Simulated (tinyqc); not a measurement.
Thin-body transistor below threshold, two-dimensional Poisson equation on a small mesh: two steps of the calculation.

A thin body on a thick buried insulator of low permittivity, taken as carrying no normal field at the bottom of the body (row 0). Mobile charge is neglected (subthreshold), the body is fully depleted, and potentials are counted from the intrinsic level; rows run upward to the gate, columns from source to drain.

Problem 1. Direct solution. Solve A psi = b.

A:
```
           (0,1)      (0,2)      (0,3)      (1,1)      (1,2)      (1,3)      (2,1)      (2,2)
(0,1)   63.94048   -1.40357    0.00000  -61.13333    0.00000    0.00000    0.00000    0.00000
(0,2)   -1.40357   63.94048   -1.40357    0.00000  -61.13333    0.00000    0.00000    0.00000
(0,3)    0.00000   -1.40357   63.94048    0.00000    0.00000  -61.13333    0.00000    0.00000
(1,1)  -61.13333    0.00000    0.00000  127.88095   -2.80714    0.00000  -61.13333    0.00000
(1,2)    0.00000  -61.13333    0.00000   -2.80714  127.88095   -2.80714    0.00000  -61.13333
(1,3)    0.00000    0.00000  -61.13333    0.00000   -2.80714  127.88095    0.00000    0.00000
(2,1)    0.00000    0.00000    0.00000  -61.13333    0.00000    0.00000  113.94551  -14.08214
(2,2)    0.00000    0.00000    0.00000    0.00000  -61.13333    0.00000  -14.08214  113.94551
(2,3)    0.00000    0.00000    0.00000    0.00000    0.00000  -61.13333    0.00000  -14.08214

           (2,3)
(0,1)    0.00000
(0,2)    0.00000
(0,3)    0.00000
(1,1)    0.00000
(1,2)    0.00000
(1,3)  -61.13333
(2,1)    0.00000
(2,2)  -14.08214
(2,3)  113.94551
```

b (V): (0,1) 0.800036, (0,2) 0.000000, (0,3) 1.501821, (1,1) 1.600071, (1,2) 0.000000, (1,3) 3.003643, (2,1) 7.287385, (2,2) -0.739437, (2,3) 14.328456

Find: psi at the free nodes.

Solution 1.

psi at the free nodes (V): (0,1) 0.2295, (0,2) 0.1785, (0,3) 0.3932, (1,1) 0.2229, (1,2) 0.1724, (1,3) 0.3826, (2,1) 0.2026, (2,2) 0.1543, (2,3) 0.3501

Problem 2. Over-relaxation sweep (omega = 1.2). Free nodes: rows 0..2, columns 1..3, taken row by row from row 0, left to right. t = (up psi(above) + dn psi(below) + lat [psi(left) + psi(right)] + s)/(up + dn + 2 lat), with the newest neighbours; psi(new) = psi + 1.2 (t - psi).

psi after iteration 1 (V):
```
              j=0         j=1         j=2         j=3         j=4
row 0   0.5700000   0.6950000   0.8200000   0.9450000   1.0700000
row 1   0.5700000   0.6950000   0.8200000   0.9450000   1.0700000
row 2   0.5700000   0.5068077   0.5714511   0.6550531   1.0700000
row 3  -0.0300000  -0.0300000  -0.0300000  -0.0300000  -0.0300000
```

```
row         up         dn        lat  s (V)
0    61.133333          0  1.4035714      0
1    61.133333  61.133333  2.8071429      0
2    24.647887  61.133333  14.082143      0
```

Wanted: psi after iteration 2.

Solution 2.

psi after iteration 2 (V):
```
           j=0      j=1      j=2      j=3      j=4
row 0   0.5700   0.6950   0.8200   0.9450   1.0700
row 1   0.5700   0.5870   0.6746   0.7748   1.0700
row 2   0.5700   0.4381   0.4743   0.5891   1.0700
row 3  -0.0300  -0.0300  -0.0300  -0.0300  -0.0300
```

Program tinyqc, `OMP_NUM_THREADS=1 python tinyqc.py 2480171 2480172 out.jsonl`; Intel Xeon 2.30GHz, shared host, one thread, about 0.1 s.
